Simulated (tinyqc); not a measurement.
Inside a calculation. Model: deep trap from a strong local potential in a two-band host (Koster-Slater model with semi-elliptic bands). Computed by tinyqc, a small Python program that keeps every step. Command: `OMP_NUM_THREADS=1 python tinyqc.py 3030244 3030245 out.jsonl deeptrap walk`. One thread of a shared host (Intel(R) Xeon(R) Processor @ 2.30GHz), about 0.03 s of CPU time with the checks. Intermediate numbers are printed to about 5 digits and carried at full precision; extremes and crossings named in words are read from the listed rows.

The valence band spans -2 W_v to 0 and the conduction band E_g to E_g + 2 W_c. The orbital at the impurity site has weight f_v in the valence band and 1 - f_v in the conduction band, each spread as a semi-ellipse (2/(pi W^2)) sqrt(W^2 - x^2) about the band centre. The impurity adds U to this orbital. Spin is left out.

Inputs (values chosen for the exercise, for a model semiconductor): gap E_g = 2.15 eV; half-width of the valence band W_v = 3 eV; half-width of the conduction band W_c = 2.3 eV; valence weight f_v of the site orbital = 0.5; impurity potential U = 9.59 eV; levels per band n = 4; trial energy E = 1.4 eV.

Impurity: repulsive, acceptor-like.

## Green function at the trial energy

In the gap G(E) = f_v (2/W_v^2)[x - sqrt(x^2 - W_v^2)] - (1 - f_v)(2/W_c^2)[y - sqrt(y^2 - W_c^2)], x = E + W_v, y = E_g + W_c - E. The potential that would put a level at E is U = 1/G(E).

valence part = 0.13126 1/eV

conduction part = -0.19790 1/eV

G(E) = -0.066641 1/eV

potential needed = -15.006 eV

## Thresholds and the vacancy level

G falls across the gap from G(0) to G(E_g). A repulsive U binds if U > 1/G(0), an attractive one if U < 1/G(E_g); the vacancy level (U infinite) solves G(E) = 0 (bisection).

G(0) = 0.21226 1/eV

G(E_g) = -0.32767 1/eV

repulsive threshold = 4.7112 eV

attractive threshold = -3.0518 eV

vacancy level = 0.87177 eV

## The trap level

The trap level solves G(E) = 1/U (bisection). With D = -dG/dE = D_v + D_c, D_v = f_v (2/W_v^2)[x/sqrt(x^2 - W_v^2) - 1] and D_c = (1 - f_v)(2/W_c^2)[y/sqrt(y^2 - W_c^2) - 1], the weight on the impurity orbital is 1/(U^2 D) and the conduction-band character is D_c/D.

trap level E_t = 0.19893 eV

weight on the impurity orbital = 0.044434

conduction-band character = 0.14605

depth below the conduction band = 1.9511 eV

The level comes up from the valence band and has covered 23 % of the way to the vacancy level, which it can never pass; 96 % of the state lies on host orbitals.

## The same problem as a small matrix

Each band is replaced by n levels e_k = centre + W cos(k pi/(n + 1)) with weights w_k = f (2/(n + 1)) sin^2(k pi/(n + 1)), k = 1..n (valence first); H_kl = e_k delta_kl + U sqrt(w_k w_l).

host levels e_k (eV): [-0.5729, -2.0729, -3.9271, -5.4271, 6.3107, 5.1607, 3.7393, 2.5893]

weights w_k: [0.06910, 0.18090, 0.18090, 0.06910, 0.06910, 0.18090, 0.18090, 0.06910]

H (eV):
$$\begin{pmatrix}
0.0897 & 1.0722 & 1.0722 & 0.6627 & 0.6627 & 1.0722 & 1.0722 & 0.6627 \\
1.0722 & -0.3381 & 1.7348 & 1.0722 & 1.0722 & 1.7348 & 1.7348 & 1.0722 \\
1.0722 & 1.7348 & -2.1922 & 1.0722 & 1.0722 & 1.7348 & 1.7348 & 1.0722 \\
0.6627 & 1.0722 & 1.0722 & -4.7644 & 0.6627 & 1.0722 & 1.0722 & 0.6627 \\
0.6627 & 1.0722 & 1.0722 & 0.6627 & 6.9734 & 1.0722 & 1.0722 & 0.6627 \\
1.0722 & 1.7348 & 1.7348 & 1.0722 & 1.0722 & 6.8956 & 1.7348 & 1.0722 \\
1.0722 & 1.7348 & 1.7348 & 1.0722 & 1.0722 & 1.7348 & 5.4741 & 1.0722 \\
0.6627 & 1.0722 & 1.0722 & 0.6627 & 0.6627 & 1.0722 & 1.0722 & 3.2519
\end{pmatrix}$$

## Levels of the small matrix

Diagonalise H (2n rows). The trap level, between the highest valence and the lowest conduction e_k, is number n + 1 from below for an attractive impurity and number n for a repulsive one.

levels (eV): [-5.239, -3.335, -1.237, 0.166, 2.816, 4.406, 6.041, 11.771]

trap level of the matrix = 0.16590 eV

It misses the Green-function level by -0.0330 eV. The lone level at 11.77 eV is the split-off partner, which holds a large part of the impurity orbital.

## Chemical trend: level against potential

U is 1.05, 1.2, 1.5, 2, 3, 5, 10 and 30 times the threshold, rounded to three digits; the largest values are formal and only show the vacancy limit.

Trend:
```
U (eV)  E_t (eV)  weight on the impurity  conduction character  E_t - vacancy level (eV)
4.95     0.00145                0.011664               0.00909                  -0.87032
5.65     0.01813                0.033463               0.03430                  -0.85364
7.07     0.07907                0.048135               0.08004                  -0.79270
9.42     0.19132                0.045030               0.14215                  -0.68045
14.10    0.36258                0.028823               0.22714                  -0.50919
23.60    0.54527                0.012618               0.31546                  -0.32650
47.10    0.70204                0.003497               0.39085                  -0.16974
141.00   0.81414                0.000406               0.44439                  -0.05763
```

dE_t/dU equals the weight on the impurity, which peaks at 0.048 (U = 7.07 eV) and falls to 4.1e-4 in the last row, so beyond the peak each further eV of potential moves the level less. The level nears the vacancy level, 0.872 eV, as 1/U: it is 0.170 eV away at 10 times the threshold and 0.058 eV at 30 times, and the state is then host-like.

## Opening the gap, as alloying or pressure does

The conduction band is shifted rigidly; widths, weights and U stay.

Against the gap:
```
E_g (eV)  E_t (eV)  depth below E_c (eV)  conduction character
1.07       0.04744                1.0226               0.12275
1.40       0.09089                1.3091               0.13833
1.72       0.13629                1.5837               0.14442
1.94       0.16826                1.7717               0.14590
2.15       0.19893                1.9511               0.14605
2.47       0.24549                2.2245               0.14472
2.79       0.29143                2.4986               0.14220
3.44       0.38166                3.0583               0.13516
```

As the conduction band moves up by 2.370 eV the level follows by 0.334 eV, a mean slope of 0.14; the local slope is the conduction character. A shallow donor would follow with slope 1 and a shallow acceptor with slope 0.

Checks made by the program: closed form against a 4000-point quadrature of the densities of states (relative difference below 1e-10); 200 levels per band against the Green function (relative difference below 1e-10).
